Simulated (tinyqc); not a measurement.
Inside a calculation. Model: sputter depth profiling of a dopant layer: erosion rate, quantification and the mixing-roughness response. Computed by tinyqc, a small Python program that keeps every step. Command: `OMP_NUM_THREADS=1 python tinyqc.py 3009551 3009552 out.jsonl sims walk`. One thread of a shared host (Intel(R) Xeon(R) Processor @ 2.30GHz), about 0.02 s of CPU time with the checks. Intermediate numbers are printed to about 6 digits and carried at full precision; extremes and crossings named in words are read from the listed rows.

A rastered ion beam erodes silicon (49.94 atoms per nm^3). The measured profile is the true one convolved with a depth response.

Inputs (values chosen for the exercise, modelled on a dopant in silicon under an oxygen or caesium beam): beam energy E = 4.8 keV; beam current = 76 nA; raster side = 400 um; sputter yield at 1 keV = 0.79; mixing length at 1 keV = 2.1 nm; roughness sigma = 1.1 nm; depth of the layer z0 = 42 nm; sheet density Q = 3.4e+12 1/cm^2; relative sensitivity factor RSF = 9.4e+20 1/cm^3; matrix count rate = 480000 1/s; background count rate = 2.1 1/s; counting time per point = 0.5 s; level that defines the junction C_B = 8e+17 1/cm^3.

True profile: delta layer.

Constants: e = 1.602176634e-19 C.

## Erosion and sensitivity

Scaling chosen for the exercise: yield Y = Y1 E^0.5, mixing length w = w1 E^0.5 (E in keV). Erosion rate = Y I/(e x raster^2 x density); depth step = rate x counting time; concentration = RSF x counts/matrix counts; detection limit = RSF x 3 sqrt(background x time)/(matrix rate x time).

yield Y = 1.73080

mixing length w = 4.60087 nm

erosion rate = 0.102750 nm/s

depth step = 0.0513751 nm

detection limit = 1.20402e+16 1/cm^3

Caution: with so few background counts Poisson statistics, not 3 sqrt(N), set the true limit.

## Measured shape

Mixing alone turns a layer at z0 into (1/w) exp(-(z - z0 + w)/w) for z > z0 - w; roughness adds a Gaussian of width sigma. With x = z - z0 + w: g(x) = (1/(2w)) exp(sigma^2/(2 w^2) - x/w) erfc((sigma/w - x/sigma)/sqrt2), and its integral G(x) = (1/2) erfc(-x/(sigma sqrt2)) - w g(x). Measured: Q g(x), 1 nm = 1e-7 cm. Find the maximum, the full width at half maximum and the deep point where the profile falls to C_B; far down, the trailing edge decays by w ln(10) per decade.

depth of the maximum = 38.9147 nm

peak concentration = 4.77309e+18 1/cm^3

full width at half maximum = 5.67289 nm

apparent junction depth = 47.7596 nm

trailing slope = 10.5939 nm/decade

The true deep edge lies at 42 nm, so the junction appears 5.76 nm too deep.

## Moments

Convolution adds means and variances: the response has mean 0 (shift -w plus exponential mean w) and variance w^2 + sigma^2; a delta layer adds none.

centroid = 42 nm

standard deviation = 4.73054 nm

maximum minus centroid = -3.08533 nm

The centroid stays at the true position while the maximum lies nearer the surface, so depth is read from the centroid.

## Points of the profile

Counts = concentration x matrix rate x time/RSF + background x time; relative noise 1/sqrt(counts). Depths are z0 - w + k (w + sigma), k = -0.5, 0, 0.5, 1, 2, 3, 5, 8, 12.

Profile:
```
k      z (nm)  measured (1/cm^3)       counts  relative noise
-0.5   34.549        3.28441e+16  9.43573e+00        0.325546
0.0    37.399        3.08364e+18  7.88362e+02        0.035615
0.5    40.250        4.05430e+18  1.03619e+03        0.031066
1.0    43.100        2.20254e+18  5.63400e+02        0.042130
2.0    48.801        6.37963e+17  1.63934e+02        0.078103
3.0    54.502        1.84785e+17  4.82293e+01        0.143994
5.0    65.903        1.55029e+16  5.00818e+00        0.446848
8.0    83.006        3.76728e+14  1.14619e+00        0.934055
12.0  105.810        2.65165e+12  1.05068e+00        0.975586
```

## Beam energy: resolution against speed

Width = full width at half maximum; the apparent junction is the deep point where the profile falls to C_B; time to profile to twice z0 = 2 z0/erosion rate, at fixed current.

Measured values:
```
E (keV)   w (nm)  peak (1/cm^3)  width (nm)  apparent junction (nm)  time (min)
0.15     0.81333    1.04716e+19     2.98577                 45.1379     77.0763
0.25     1.05000    9.80355e+18     3.14581                 45.4106     59.7030
0.50     1.48492    8.72386e+18     3.44519                 45.9031     42.2164
1.00     2.10000    7.51267e+18     3.87466                 46.5040     29.8515
2.00     2.96985    6.26438e+18     4.49293                 47.1366     21.1082
4.00     4.20000    5.06943e+18     5.38173                 47.6646     14.9258
8.00     5.93970    3.99493e+18     6.64569                 47.8506     10.5541
```

From the highest to the lowest energy the width goes from 6.65 to 2.99 nm, towards the floor set by roughness, 2.355 sigma = 2.59 nm, and the junction error from 5.85 to 3.14 nm, at 7.3 times the time. Extrapolating the tail slope to zero energy separates mixing from real diffusion. Caution: the surface transient, segregation under the beam and the growth of roughness with depth are left out, and real yields fall faster near the sputter threshold.

Checks made by the program: dose under the measured profile (relative difference below 1e-10).
